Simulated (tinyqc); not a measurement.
Thickness series: competing polymorphs of an oxide film: bulk, surface, grain-boundary, dopant and field terms. Computed by tinyqc, a small Python program. Command: `OMP_NUM_THREADS=1 python tinyqc.py 3016353 3016354 out.jsonl polymorph walk`. One thread of a shared host (Intel(R) Xeon(R) Processor @ 2.30GHz), about 0.01 s of CPU time with the checks.

Phases: monoclinic m (reference), polar orthorhombic o, tetragonal t. Free energies per formula unit (f.u.); 1 J/m^2 x angstrom^3/nm = 6.241509 meV.

Inputs (values chosen for the exercise, for a model oxide):
```
quantity                                    value          unit
energy of the polar phase o over m           71.4      meV/f.u.
energy of the tetragonal phase t over m      96.4      meV/f.u.
entropy of o over m                        0.0064  meV/(f.u. K)
entropy of t over m                         0.049  meV/(f.u. K)
surface energy of m                          3.47         J/m^2
surface energy of o                          2.87         J/m^2
surface energy of t                          2.76         J/m^2
grain-boundary energy over surface energy    0.78             -
volume per formula unit Omega                  33    angstrom^3
grain radius R                                4.4            nm
temperature T                                 300             K
dopant content x                              5.4             %
shift of o per % of dopant                   -5.7      meV/f.u.
shift of t per % of dopant                    -11      meV/f.u.
width sigma of ln R                          0.34             -
interlayer thickness (SiO2)                  0.96            nm
```

Geometry: columnar grains in a film.

permittivities of m, o, t: 17  29  40

Method:
- Bulk term b = H - T S + (shift) x, zero for m. The undoped bulk turns from m to t at T = H_t/S_t.
- With G = b + gamma Omega A (b the bulk free energy per formula unit, A the area per volume), two phases i, j cross at A_ij = (b_j - b_i)/(Omega (gamma_i - gamma_j)); o has a window only if A_mo < A_ot.
- Area per volume: A = 2/h + f_b/R (two free faces; the side wall 2/R is shared by two grains and carries f_b gamma); G = b + gamma Omega A.
- Grain radii are log-normal by volume with median R and width sigma; the share with A above A* is that with radius below R*, R* = f_b/(A* - 2/h) (all grains if A* <= 2/h), share = (1/2) erfc[-ln(R*/R)/(sqrt 2 sigma)]. Effective permittivity of a layer of thickness h built of such grains, taken in parallel: sum of share x eps; EOT = interlayer + 3.9 h/eps.
- The median radius is held at R.

b (meV/f.u.): m 0.0, o 38.7, t 22.3

A_mo = 0.313153 1/nm

A_ot = -0.723848 1/nm

A_mt = 0.152491 1/nm

Against thickness:
```
h (nm)  A at R (1/nm)   share m  share o  share t     eps  EOT (nm)
3             0.84394  0.000000        0   1.0000  40.000    1.2525
4             0.67727  0.000000        0   1.0000  40.000    1.3500
6             0.51061  0.000000        0   1.0000  40.000    1.5450
8             0.42727  0.000000        0   1.0000  40.000    1.7400
11            0.35909  0.000000        0   1.0000  40.000    2.0325
15            0.31061  0.000000        0   1.0000  40.000    2.4225
22            0.26818  0.000936        0   0.9991  39.978    3.1062
35            0.23442  0.034076        0   0.9659  39.216    4.4407
```

From 3 to 35 nm the share of t goes from 1.00 to 0.97 and that of m from 0.00 to 0.03; o stays under 2 %. A at the median radius runs from 0.844 down to 0.234 1/nm, against the crossings A_mo = 0.313, A_ot = -0.724 and A_mt = 0.152; the majority phase is t in the thinnest film and t in the thickest.

Extremes, crossings and ranges named in words are read from the listed rows.
